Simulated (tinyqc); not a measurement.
Schottky diode by thermionic emission with image-force lowering and series resistance: one step of the calculation.

Metal on an n-type semiconductor with one parabolic valley; V > 0 is forward bias (metal positive). I = I0 [exp(Vj/(n Vt)) - 1] with Vj = V - I Rs; I0 = S A* T^2 exp(-(phi - dphi)/Vt), the lowering dphi taken at zero bias.

Problem. Junction voltage. Fixed-point step: I = (V - Vj)/Rs, then Vj(new) = n Vt ln(1 + I/I0).

Values chosen for this exercise; band and dielectric values those of a made-up semiconductor:

| symbol | value | unit | meaning |
|---|---|---|---|
| T | 250 | K | temperature |
| n | 1.03 |  | ideality factor |
| Rs | 38 | ohm | series resistance |
| V | 0.42 | V | applied bias |

Constants: q = 1.602176634e-19 C, kB = 1.380649e-23 J/K, Vt = kB T/q. Results are converted to the units shown.

I0 = 1.3750761e-7 A
Vj after iteration 1 = 0.22624383 V

Find: Vj after iteration 2.

Solution.

Vj after iteration 2 = 0.2335 V

Computed by the program tinyqc: `OMP_NUM_THREADS=1 python tinyqc.py 2640128 2640129 out.jsonl`, one thread of a shared Intel Xeon 2.30GHz, about 0.01 s for the whole run.
